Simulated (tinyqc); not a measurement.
# From energy lost to nuclei nu back to ion energy E

Model: ion implantation: universal nuclear stopping, Lindhard-Scharff electronic stopping and a Gaussian range profile. Computed by tinyqc, a small Python program. Command: `OMP_NUM_THREADS=1 python tinyqc.py 3016471 3016472 out.jsonl implant inv`. One thread of a shared host (Intel(R) Xeon(R) Processor @ 2.30GHz), about 0.9 s of CPU time with the checks.

An ion slows by elastic collisions with screened nuclei and by friction with electrons; channelling is ignored and the target is uniform.

Inputs (values chosen for the exercise, modelled on germanium ions in aluminium): ion atomic number Z1 = 32; ion mass M1 = 74 u; target atomic number Z2 = 13; target mass M2 = 26.98 u; target density N = 60.2 1/nm^3; scale factor of electronic stopping k = 1.

Method:
- Reduced energy eps = 32.53 M2 E/(Z1 Z2 (M1 + M2)(Z1^0.23 + Z2^0.23)), E in keV; s_n = ln(1 + 1.1383 eps)/(2 (eps + 0.01321 eps^0.21226 + 0.19593 eps^0.5)) for eps up to 30 and ln(eps)/(2 eps) above; S_n = 8.462 Z1 Z2 M1 s_n/((M1 + M2)(Z1^0.23 + Z2^0.23)) in 1e-15 eV cm^2.
- S_e = k 3.83 Z1^(7/6) Z2/(Z1^(2/3) + Z2^(2/3))^(3/2) sqrt(E/M1) in 1e-15 eV cm^2, E in keV.
- Path length R = int_0^E dE'/(N (S_n + S_e)); energy lost to nuclei nu = int_0^E S_n/(S_n + S_e) dE' (both with E' = E y^3 and 64 Gauss-Legendre points in y).
- Estimates of Lindhard type: R_p = R/(1 + M2/(3 M1)), straggle dR_p = (2/3) R_p sqrt(M1 M2)/(M1 + M2).

Task: A run gave the result below. Find the ion energy E, known to lie between 6.2 and 14 keV.

energy lost to nuclei nu = 7.865949 keV

Result:

Each step takes the trial c = (a f_b - b f_a)/(f_b - f_a), f being the result less the target and a, b, c the logarithms of the listed values; c replaces end b, the old b replaces a if the sign of f changed, and otherwise f_a is halved.

Scan of the range:
```
ion energy E (keV)  energy lost to nuclei nu (keV)
6.20                                        5.7673
7.10                                        6.5957
8.13                                        7.5415
9.32                                        8.6312
10.70                                       9.8911
12.20                                      11.2563
14.00                                      12.8889
```

False position (Illinois rule, in the logarithm of the input) inside the bracket:
```
step    end a    end b    trial  energy lost to nuclei nu (keV)
1     8.13000  9.32000  8.46752                         7.85085
2     9.32000  8.46752  8.48325                         7.86526
3     9.32000  8.48325  8.48468                         7.86657
4     8.48325  8.48468  8.48400                         7.86595
5     8.48468  8.48400  8.48400                         7.86595
```

Energy lost to nuclei nu rises at every point of a 13-point scan of the range (every second point is shown), so one value fits; it is bracketed by 8.13 and 9.32. Answer: ion energy E = 8.484 keV.
